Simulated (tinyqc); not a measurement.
Worked calculation: decay of LO phonons and the hot-phonon bottleneck in the cooling of electrons. Computed by tinyqc, a small Python program that keeps every step. Command: `OMP_NUM_THREADS=1 python tinyqc.py 3007521 3007522 out.jsonl hotphonon walk`. One thread of a shared host (Intel(R) Xeon(R) Processor @ 2.30GHz), about 0.01 s of CPU time with the checks. Intermediate numbers are printed to about 7 digits and carried at full precision; extremes and crossings named in words are read from the listed rows.

n(E, T) = 1/(exp(E/(k_B T)) - 1) is the Bose occupation. Electrons have a temperature T_e; the LO modes within their reach share one occupation N; the decay products stay at the lattice temperature.

Inputs (values chosen for the exercise, modelled on gallium oxide):
```
quantity                                             value    unit
LO energy hbar omega                                  43.7     meV
lifetime at T = 0, tau_0                               1.8      ps
share f of the energy in the softer product           0.33       -
lattice temperature T                                  400       K
electron mass m*                                     0.278     m_0
eps_inf                                               3.54       -
static dielectric constant eps_s                      10.4       -
electron density n                                 1.5e+18  1/cm^3
density of LO modes that the electrons reach, N_m  4.4e+19  1/cm^3
power supplied per electron P                         0.66      nW
step factor                                           0.02       -
```

Decay channel: two unequal phonons (Ridley).

Constants: k_B = 8.617333262e-05 eV/K; c = 299792458 m/s; e^2/(4 pi eps_0) = 14.39964548 eV angstrom; hbar^2/(2 m_0) = 3.80998212 eV angstrom^2; hbar = 6.582119569e-16 eV s; e = 1.602176634e-19 C.

## Lifetime and Raman width

Decay rate 1/tau = (1/tau_0) [1 + n(f hbar omega) + n((1 - f) hbar omega)]. Full width Gamma = 1/(2 pi c tau) in 1/cm, c in cm/s.

thermal factor tau_0/tau = 3.672201

phonon lifetime tau = 0.4901693 ps

Raman width Gamma = 10.83062 1/cm

equilibrium LO occupation N_0 = 0.3916953

Stimulated decay shortens the lifetime by 73 %.

## Spontaneous emission time

Froehlich coupling alpha = (e^2/(4 pi eps_0)) (1/eps_inf - 1/eps_s) k_0/(2 hbar omega), k_0 = sqrt(m* hbar omega/(hbar^2/(2 m_0))); emission time tau_sp = hbar/(2 alpha hbar omega); bottleneck ratio r = (n/N_m) tau/tau_sp.

alpha = 1.733523

emission time tau_sp = 4.344350 fs

bottleneck ratio r = 3.846448

r compares the rate at which electrons exchange quanta with a mode to its decay rate. Exchange outruns decay, so a hot population builds up if the power is high enough. Caution: alpha is above 1/2, so hbar/tau_sp exceeds hbar omega and the emission time, a weak-coupling result, is only rough.

## Electron and phonon temperatures in closed form

Net emission per electron: [(N + 1) x - N]/tau_sp with x = exp(-hbar omega/(k_B T_e)), a simple two-level balance; steady state of the modes: n [(N + 1) x - N]/tau_sp = N_m (N - N_0)/tau; power per electron P = hbar omega [(N + 1) x - N]/tau_sp. With p = P tau_sp/(hbar omega): N = N_0 + r p and x = (p + N)/(N + 1); without hot phonons N = N_0. The mode temperature T_LO solves n(hbar omega, T_LO) = N.

reduced power p = 4.095217e-04

LO occupation N = 0.3932705

electron temperature T_e = 401.2416 K

T_e without hot phonons = 400.3300 K

mode temperature T_LO = 400.9114 K

Hot phonons raise T_e by 1 K. T_LO lies between the lattice and the electrons.

## The same balance by iteration

Eliminating N gives P(T_e) = (hbar omega/tau_sp) [(N_0 + 1) x - N_0]/[1 + r (1 - x)]. Newton steps on ln P against ln T_e, times the step factor, each limited to 0.7 in ln T_e and to keeping a fifth of T_e - T; start at 1.5 T; stop when |ln(P/P(T_e))| < 1e-9 or after 40 steps.

Iterations:
```
step   T_e (K)  P(T_e) (nW)  ln(P/P(T_e))
0     600.0000     103.9280     -5.059214
1     579.3518      93.5447     -4.953955
2     561.2944      84.3851     -4.850907
3     545.4458      76.2874     -4.750023
4     531.4898      69.1131     -4.651260
5     519.1625      62.7438     -4.554575
6     508.2428      57.0775     -4.459926
7     498.5439      52.0267     -4.367272
8     489.9076      47.5156     -4.276573
...        ...          ...           ...
31    417.5144       9.3075     -2.646334
32    416.5880       8.8154     -2.592015
33    415.7285       8.3589     -2.538837
34    414.9303       7.9348     -2.486775
35    414.1881       7.5405     -2.435806
36    413.4972       7.1735     -2.385905
37    412.8534       6.8314     -2.337048
38    412.2529       6.5123     -2.289214
39    411.6921       6.2144     -2.242381
```

converged (1 yes, 0 no) = 0

T_e from the iteration = 411.1680 K

Not converged: the residual falls at every step, but slowly, by a factor of about 0.980 a step. Near the root each step multiplies the error by 1 - (step factor) = 0.98.

Reruns converge with step factor = 1.0; or with step factor = 0.7.
